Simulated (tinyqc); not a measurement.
Thin-film transistor with exponential tail and deep states, accumulation layer: two steps of the calculation.

An undoped film in accumulation, thicker than the space-charge layer. With band bending psi the Fermi level lies E0 - psi below the band edge. Free electrons n = n0 exp(psi/Vt) carry the current; electrons in two exponential distributions of traps, a = a0 exp(psi/Va) and d = d0 exp(psi/Vp), do not. Linear regime, ohmic contacts, traps in equilibrium.

Parameters, values chosen for the exercise; values close to those of an organic semiconductor: temperature T = 250 K; relative permittivity of the semiconductor eps_r = 3.2; band mobility mb = 2.5 cm^2/(V s); characteristic temperature of the tail Tt = 390 K; characteristic temperature of the deep states Td = 1200 K; gate capacitance Ci = 100 nF/cm^2; ratio W/L WL = 10; drain voltage Vd = 0.05 V; gate voltage above flat band Vg = 2.3 V.

Constants: q = 1.602176634e-19 C, kB = 1.380649e-23 J/K, Vt = kB T/q, eps0 = 8.8541878128e-14 F/cm where lengths are in cm. Results are converted to the units shown.

Problem 1. Surface potential by Newton steps. Va = kB Tt/q, Vp = kB Td/q. G(psi) = sum over the three kinds of c0 [V (exp(psi/V) - 1) - psi], field F = sqrt(2 q G/(eps0 eps_r)); Vg = psi + eps0 eps_r F/Ci at the surface. f = psi + eps0 eps_r F/Ci - Vg, f' = 1 + q rho/(Ci F) with rho = sum c0 (exp(psi/V) - 1); psi(new) = psi - f/f'.

psi after iteration 1 = 0.64220897 V
n0 = 1.6297133e7 cm^-3
a0 = 8.8500849e11 cm^-3
d0 = 5.0734998e14 cm^-3

Wanted: F; f; f'; psi after iteration 2.

Solution 1.

F = 3199 kV/cm
f = 7.406 V
f' = 161.5
psi after iteration 2 = 0.5963 V

Problem 2. Free and total charge, current. Total charge Q = Ci (Vg - psi_s); free charge Qf = q times the integral of n0 (exp(psi/Vt) - 1)/F over psi from 0 to psi_s; I = (W/L) mb Qf Vd; effective mobility mb Qf/Q.

psi_s = 0.542094023 V
n0 = 1.62971326e7 cm^-3
a0 = 8.85008487e11 cm^-3
d0 = 5.07349977e14 cm^-3

Find: surface densities; Q; Qf; effective mobility; I.

Solution 2.

surface densities (cm^-3): free 1.381e18, tail 8.957e18, deep 9.594e16
Q = 175.8 nC/cm^2
Qf = 11.26 nC/cm^2
effective mobility = 0.1601 cm^2/(V s)
I = 14.08 nA

Numbers from tinyqc (`OMP_NUM_THREADS=1 python tinyqc.py 2610051 2610052 out.jsonl`; about 0.02 s on one thread of a shared Intel Xeon 2.30GHz).
